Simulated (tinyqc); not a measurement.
Tunnelling through a two-layer gate stack, WKB transmission and Tsu-Esaki current: two steps of the calculation.

Electrons leave the emitter at x = 0. Energies E (motion across the layers) are in eV from the emitter Fermi level; the collector Fermi level lies at -V and offers states at every E. No charge in the dielectric and no image force: F1 = V/(t1 + t2 eps1/eps2), F2 = F1 eps1/eps2; U = phi1 - F1 x in layer 1 and phi2 - F1 t1 - F2 (x - t1) in layer 2. With C = hbar^2/(2 m0), kappa = sqrt(m (U - E)/C) where U > E and 0 elsewhere; T(E) = exp(-S), S = 2 times the integral of kappa over x.

Parameters, values chosen for the exercise; layer 1 close to silicon dioxide, layer 2 close to hafnium oxide: temperature T = 77 K; Fermi energy of the emitter above its band bottom Ef = 0.33 eV; emitter mass in the supply function me = 0.36 m0; barrier of layer 1 above the emitter Fermi level at zero bias phi1 = 2.99 eV; tunnelling mass of layer 1 m1 = 0.48 m0; thickness of layer 1 t1 = 1 nm; relative permittivity of layer 1 eps1 = 3.75; barrier of layer 2 at zero bias phi2 = 1.52 eV; tunnelling mass of layer 2 m2 = 0.19 m0; thickness of layer 2 t2 = 2.3 nm; relative permittivity of layer 2 eps2 = 21; voltage across the dielectric V = 0.5 V; energy of the electron followed E = 0 eV; lower end of the energy grid Ea = -0.33 eV; upper end of the energy grid Eb = 0.063 eV; points of the energy grid nE = 15.

Constants: q = 1.602176634e-19 C, kB = 1.380649e-23 J/K, hbar = 1.054571817e-34 J s, m0 = 9.1093837015e-31 kg, Vt = kB T/q, hbar^2/(2 m0) = 0.0380998212 eV nm^2. Results are converted to the units shown.

Problem 1. WKB exponent in closed form. Each layer adds (2/F) sqrt(m/C) [G(u at its left edge) - G(u at its right edge)] to S, with u = U - E (0 where negative) and G(u) = (2/3) u^1.5. The slope follows from 1/d = -dS/dE.

Wanted: S; T(E); energy d over which T(E) grows by a factor e.

Solution 1.

S = 22.64
T(E) = 1.471e-10
energy d over which T(E) grows by a factor e = 0.1422 eV

The midpoint rule gives S = 22.640, so its T(E) is 0.025 % below this value. The band edge stays above E through the whole stack: direct tunnelling through a trapezoid.

Problem 2. Current density on a coarse energy grid. J = J0 times the integral of T(E) N(E) dE, N = ln[(1 + exp(-E/Vt))/(1 + exp((-E - V)/Vt))], J0 = q^2 me m0 kB T/(2 pi^2 hbar^3) (times 1e-4 for A/cm^2 per eV), by Simpson's rule on nE equally spaced points from Ea to Eb.

Find: E; T(E); N; T(E) N; J0; J.

Solution 2.

| point | E (eV) | T(E) | N | T(E) N |
|---|---|---|---|---|
| 0 | -0.33000 | 1.6382e-11 | 49.734 | 8.1476e-10 |
| 1 | -0.30193 | 1.9572e-11 | 45.503 | 8.9057e-10 |
| 2 | -0.27386 | 2.3416e-11 | 41.272 | 9.6646e-10 |
| 3 | -0.24579 | 2.8059e-11 | 37.042 | 1.0394e-9 |
| 4 | -0.21771 | 3.3676e-11 | 32.811 | 1.1049e-9 |
| 5 | -0.18964 | 4.0482e-11 | 28.581 | 1.1570e-9 |
| 6 | -0.16157 | 4.8744e-11 | 24.350 | 1.1869e-9 |
| 7 | -0.13350 | 5.8794e-11 | 20.120 | 1.1829e-9 |
| 8 | -0.10543 | 7.1042e-11 | 15.889 | 1.1288e-9 |
| 9 | -0.07736 | 8.5998e-11 | 11.658 | 1.0026e-9 |
| 10 | -0.04929 | 1.0430e-10 | 7.4283 | 7.7478e-10 |
| 11 | -0.02121 | 1.2674e-10 | 3.2372 | 4.1030e-10 |
| 12 | 0.00686 | 1.5433e-10 | 0.30438 | 4.6975e-11 |
| 13 | 0.03493 | 1.8831e-10 | 0.0051611 | 9.7189e-13 |
| 14 | 0.06300 | 2.3027e-10 | 7.5254e-5 | 1.7329e-14 |

J0 = 3.8657e7 A/(cm^2 eV)
J = 0.012287 A/cm^2

The integrand peaks at E = -0.162 eV among these points.

tinyqc, about 0.03 s, one thread, Intel Xeon 2.30GHz (shared host): `OMP_NUM_THREADS=1 python tinyqc.py 2540046 2540047 out.jsonl`
